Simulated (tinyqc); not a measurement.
A chain with uneven site energies and dephasing by Buettiker voltage probes: two steps of the calculation.

Sites 1 to 6 form a chain with hopping -t. Lead L joins site 1 and lead R site 6, both semi-infinite chains with hopping -t and site energy 0. Every site carries a probe with self-energy -i Gamma_p/2 that draws no net current. Linear response at zero temperature: mu_L = 1, mu_R = 0 in units of the bias.

Values chosen for this exercise: hopping (matrix element -t) t = 1.4 eV; site energies 1 to N U = [-0.66, 0.85, -0.19, 1.43, 0.21, -0.12] eV; Fermi energy E = 1.49 eV; probe broadening Gamma_p gp = 0.77 eV.

Constants: q = 1.602176634e-19 C, h = 6.62607015e-34 J s. Results are converted to the units shown.

Problem 1. Green function. Sigma = t^2 g(E), g(x) = (x - i sqrt(4 t^2 - x^2))/(2 t^2) for |x| < 2 t and (x - sign(x) sqrt(x^2 - 4 t^2))/(2 t^2) otherwise; Gamma = -2 Im Sigma; G = (E - H - Sigma_L - Sigma_R + i Gamma_p/2)^(-1).

Give: Sigma; Gamma; G.

Solution 1.

Sigma = 0.745-1.185i eV
Gamma = 2.371 eV

G (1/eV):
```
                 1                2                3                4
1   0.0762-0.2285i   0.3816+0.1439i  -0.2110+0.0578i  -0.1125-0.1552i
2   0.3816+0.1439i  -0.2215-0.5724i   0.2766+0.1787i  -0.0612+0.2819i
3  -0.2110+0.0578i   0.2766+0.1787i   0.1337-0.2155i   0.2180+0.0432i
4  -0.1125-0.1552i  -0.0612+0.2819i   0.2180+0.0432i  -0.1885-0.3936i
5   0.1732-0.0202i  -0.1964-0.1739i  -0.1312+0.1537i   0.3962+0.0255i
6  -0.0514+0.1261i   0.1930-0.0688i  -0.0557-0.1477i  -0.1667+0.2614i

                 5                6
1   0.1732-0.0202i  -0.0514+0.1261i
2  -0.1964-0.1739i   0.1930-0.0688i
3  -0.1312+0.1537i  -0.0557-0.1477i
4   0.3962+0.0255i  -0.1667+0.2614i
5   0.1212-0.2638i   0.1347+0.1823i
6   0.1347+0.1823i   0.0937-0.4651i
```

Problem 2. Probe potentials and effective transmission. No current into probe p: W mu = T_pL with W_pp = T_pL + T_pR + sum_q T_pq and W_pq = -T_pq. Then T_eff = T_RL + sum_p T_pR mu_p, and the resistance is (h/2q^2)/T_eff.

T_RL = 0.10415726

```
probe        T_pL        T_pR
1      0.10588785  0.03383109
2      0.30355701  0.07663637
3      0.08737777  0.04547114
4      0.06705032  0.17541911
5      0.05547813  0.09381461
6      0.03383109  0.41085813
```

T_pq:
```
             1            2            3            4            5            6
1  0.000000000  0.098597681  0.028380979  0.021778467  0.018019729  0.010988602
2  0.098597681  0.000000000  0.064290426  0.049333992  0.040819455  0.024892090
3  0.028380979  0.064290426  0.000000000  0.029271648  0.024219664  0.014769381
4  0.021778467  0.049333992  0.029271648  0.000000000  0.093434909  0.056977493
5  0.018019729  0.040819455  0.024219664  0.093434909  0.000000000  0.030471715
6  0.010988602  0.024892090  0.014769381  0.056977493  0.030471715  0.000000000
```

Find: W; mu_p; T_eff; resistance.

Solution 2.

W:
```
         1        2        3        4        5        6
1   0.3175  -0.0986  -0.0284  -0.0218  -0.0180  -0.0110
2  -0.0986   0.6581  -0.0643  -0.0493  -0.0408  -0.0249
3  -0.0284  -0.0643   0.2938  -0.0293  -0.0242  -0.0148
4  -0.0218  -0.0493  -0.0293   0.4933  -0.0934  -0.0570
5  -0.0180  -0.0408  -0.0242  -0.0934   0.3563  -0.0305
6  -0.0110  -0.0249  -0.0148  -0.0570  -0.0305   0.5828
```

mu_p, probe 1 to 6: 0.6506  0.6759  0.5876  0.3659  0.4167  0.1716
T_eff = 0.3785
resistance = 34.10 kohm

tinyqc, about 0.01 s, one thread, Intel Xeon 2.30GHz (shared host): `OMP_NUM_THREADS=1 python tinyqc.py 2700025 2700026 out.jsonl`
